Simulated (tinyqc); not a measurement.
Quantum-well laser, gain and threshold: effect of the cavity length.

One electron and one heavy-hole subband per well, parabolic, with equal sheet densities n of electrons and holes; k-conserving transitions, TE polarisation, no line broadening, so the gain starts as a step at E0 and peaks there. All wells are pumped alike.

Nc = me kB T/(pi hbar^2), Nv = mh kB T/(pi hbar^2), mr = me mh/(me + mh) in m0, g0(E) = q^2 Ep mr/(4 nr eps0 c hbar E Lw) (squared momentum element m0 Ep/4, joint density of states mr/(pi hbar^2 Lw) for both spins). Peak gain g(n) = g0(E0)[1 - exp(-n/Nc) - exp(-n/Nv)]. Mirror loss am = ln(1/(R1 R2))/(2 Lc); threshold gain gth = (ai + am)/(Nw Gw). nth solves g(n) = gth and ntr solves g(n) = 0. Jth = q Nw (A n + B n^2 + C n^3)/eta at n = nth, Ith = Jth Wd Lc; differential efficiency of both facets eta am/(ai + am).

Values chosen for this exercise; well values close to those of InGaAsP:
```
symbol    value    unit                           meaning
T           293       K                       temperature
E0        0.835      eV          lowest transition energy
me       0.0433      m0            in-plane electron mass
mh        0.311      m0                in-plane hole mass
Ep         24.5      eV                       Kane energy
nr         3.62                          refractive index
Lw            8      nm                        well width
Nw            3                           number of wells
Gw        0.012              optical confinement per well
ai            2    1/cm                     internal loss
R1         0.32                         front reflectance
R2          0.9                          back reflectance
A         1.5e8     1/s  defect recombination coefficient
B          6e-5  cm^2/s    radiative coefficient per well
C       1.1e-16  cm^4/s        Auger coefficient per well
eta         0.8                      injection efficiency
Wd            5      um                      stripe width
```

Constants: q = 1.602176634e-19 C, kB = 1.380649e-23 J/K, eps0 = 8.8541878128e-12 F/m, hbar = 1.054571817e-34 J s, m0 = 9.1093837015e-31 kg, c = 299792458 m/s. Results are converted to the units shown.

The same in every row: ntr (cm^-2) = 7.339e11.

Effect of the cavity length:
```
Lc (um),gth (1/cm),nth (cm^-2),Jth (A/cm^2),Ith (mA),differential efficiency
100,1784,1.117e12,237.9,1.190,0.7751
160,1136,9.543e11,176.3,1.410,0.7609
250,747.1,8.709e11,149.5,1.868,0.7405
400,487.8,8.202e11,134.6,2.693,0.7089
630,330.0,7.911e11,126.6,3.987,0.6653
1000,228.4,7.730e11,121.7,6.086,0.6054
1600,163.6,7.616e11,118.8,9.500,0.5284
2500,124.7,7.549e11,117.0,14.63,0.4436
4000,98.78,7.505e11,115.9,23.18,0.3501
```

What does the comparison show?

As Lc goes from 100 to 4000 um, gth falls from 1780 to 98.8 1/cm, Jth falls from 238 to 116 A/cm^2 and Ith rises from 1.19 to 23.2 mA.

Range of the model: The second hole subband, left out here, lies within about 2 Vt of the first in a well this wide.

tinyqc, about 0.02 s, one thread, Intel Xeon 2.30GHz (shared host): `OMP_NUM_THREADS=1 python tinyqc.py 2840107 2840108 out.jsonl`
